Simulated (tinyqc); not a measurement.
Gupta-type many-body potential for a metal: one step, computed by the program tinyqc.

E_i = sum_j A exp(-p (r_ij/r0 - 1)) - xi rho_i^gamma, with rho_i = sum_j exp(-2 q (r_ij/r0 - 1)); gamma = 1/2 is the tight-binding second-moment form. The crystal is fcc unless stated; d is the neighbour distance and a fixed number of shells is kept.

Question. Unrelaxed vacancy. Each neighbour j of the vacancy loses one repulsive term and one density term: E_v = sum_shells count x {-repulsion - xi [(rho - density)^gamma - rho^gamma]}. (The removed atom returns to a bulk-like site, so its own energy cancels.)

Inputs (values chosen for the exercise, for a model metal): hopping xi = 1.53 eV; embedding exponent gamma = 0.45.

Shells:
```
shell  count  r (angstrom)  repulsion (eV)    density
1         12      2.891620    1.049670e-01  0.9944118
2          6      4.089368    1.192537e-03  0.0767068
3         24      5.008432    3.840100e-05  0.0107400
```

density rho = 12.65094

repulsive energy = 1.267681 eV

Give: vacancy energy E_v; ratio E_v/E_c, E_c = xi rho^gamma less the repulsive energy.

Answer.

vacancy energy E_v = 0.9354 eV

ratio E_v/E_c, E_c = xi rho^gamma less the repulsive energy = 0.2653

A pair potential gives E_v = E_c; here the ratio is 0.27, as the remaining bonds of the neighbours strengthen when one is lost.
